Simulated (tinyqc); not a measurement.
Worked calculation: precursor delivery by bubblers, mass-transport growth and the solid composition of a III-V alloy. Computed by tinyqc, a small Python program that keeps every step. Command: `OMP_NUM_THREADS=1 python tinyqc.py 3004544 3004545 out.jsonl movpe_thermo walk`. One thread of a shared host (Intel(R) Xeon(R) Processor @ 2.30GHz), about 0.01 s of CPU time with the checks. Intermediate numbers are printed to about 5 digits and carried at full precision; extremes and crossings named in words are read from the listed rows.

1 sccm = 44.615 micromol/min; 1 torr = 133.322 Pa. The sources decompose fully at the surface.

Inputs (values chosen for the exercise, modelled on triethylgallium (source 1) and trimethylindium (source 2) for the vapour pressures): bath temperature T1 = 290 K; bath temperature T2 = 292 K; bubbler pressure p_b = 600 torr; carrier flow F1 = 31 sccm; carrier flow F2 = 170 sccm; total flow F_t = 19 slm; group-V flow F_V = 23 sccm; reactor pressure p = 100 torr; growth temperature T = 1000 K; diffusivity at 273 K and 760 torr = 0.38 cm^2/s; flow cross-section A = 48 cm^2; distance from the leading edge z = 4.7 cm; lattice constant a = 5.67 angstrom; interaction L0 of the solid = 8.71 kJ/mol; vapour fraction x_v of D among the group-V sources = 0.68; exchange energy dG_x of AC + (1/2) D2 -> AD + (1/2) C2 = -2.9 kJ/mol.

Alloy: mixing on the group-V sites.

constants a, b of source 1 (log10 torr, K): [8.098, 2162]

constants a, b of source 2 (log10 torr, K): [10.56, 3014]

Constants: k_B = 1.380649e-23 J/K; R = 8.314462618 J/(mol K).

## Bubblers

log10 p_v = a - b/T_bath; molar flow = F x 44.615 x p_v/(p_b - p_v) for a saturated bubbler.

vapour pressure 1 = 4.3937 torr

molar flow 1 = 10.203 micromol/min

vapour pressure 2 = 1.7301 torr

molar flow 2 = 21.934 micromol/min

One kelvin of bath error changes flow 1 by 6.0 % and flow 2 by 8.2 %.

## Partial pressures in the reactor

p_i = p n_i/(44615 F_t), F_t in slm; p_V = p F_V/(1000 F_t), counted per molecule supplied; V/III = 44.615 F_V/(n1 + n2); vapour fraction of source 2 = n2/(n1 + n2).

p_1 = 0.0012036 torr

p_2 = 0.0025875 torr

p_V = 0.12105 torr

V/III ratio = 31.931

vapour fraction of source 2 = 0.68252

## Mass transport

Mean velocity u = (F_t/A)(760/p)(T/273); D = D0 (T/273)^1.75 (760/p); boundary layer delta = sqrt(pi D z/u); flux = D dp/(delta k_B T); growth rate = flux x a^3/4.

velocity u = 183.66 cm/s

D = 28.010 cm^2/s

boundary layer delta = 1.5006 cm

growth rate per torr of group III = 295.70 micrometre/(h torr)

## Solid composition

At high V/III the group-V pressures at the surface equal those supplied, as dimers: p_D2/p_C2 = x_v/(1 - x_v). Equilibrium of the solid AC(1-x)D(x), A standing for the mix of both group-III metals: ln[x/(1 - x)] + L0 (1 - 2x)/(R T) = -dG_x/(R T) + (1/2) ln[x_v/(1 - x_v)]. Growth rate = rate per torr x (p_1 + p_2). Sensitivity dx/dx_v = [1/(2 x_v (1 - x_v))]/[1/(x (1 - x)) - 2 L0/(R T)].

solid fraction x = 0.79211

distribution coefficient x/x_v = 1.1649

dx/dx_v = 0.57769

growth rate = 1.1210 micrometre/h

The solid is richer in D than the vapour. The growth rate is set by group III alone.

## Solid against vapour

At high V/III the group-V pressures at the surface equal those supplied, as dimers: p_D2/p_C2 = x_v/(1 - x_v). Equilibrium of the solid AC(1-x)D(x), A standing for the mix of both group-III metals: ln[x/(1 - x)] + L0 (1 - 2x)/(R T) = -dG_x/(R T) + (1/2) ln[x_v/(1 - x_v)].

Composition:
```
x_v         x  x for L0 = 0   x/x_v
0.02  0.07704       0.16838  3.8519
0.05  0.13035       0.24538  2.6069
0.10  0.20192       0.32086  2.0192
0.25  0.39780       0.45004  1.5912
0.50  0.66867       0.58632  1.3373
0.75  0.83077       0.71056  1.1077
0.90  0.90928       0.80960  1.0103
0.95  0.93944       0.86069  0.9889
0.98  0.96322       0.90844  0.9829
```

dG_x = -2.9 kJ/mol favours AD: at x_v = 1/2 the ideal solid has x = 0.586. The positive L0 pushes x away from 1/2, to 0.669, and steepens the curve near x = 1/2; at L0 = 2 R T = 16.6 kJ/mol the slope would diverge.

Checks made by the program: the sensitivity to the bath against a difference (relative difference below 1e-10).
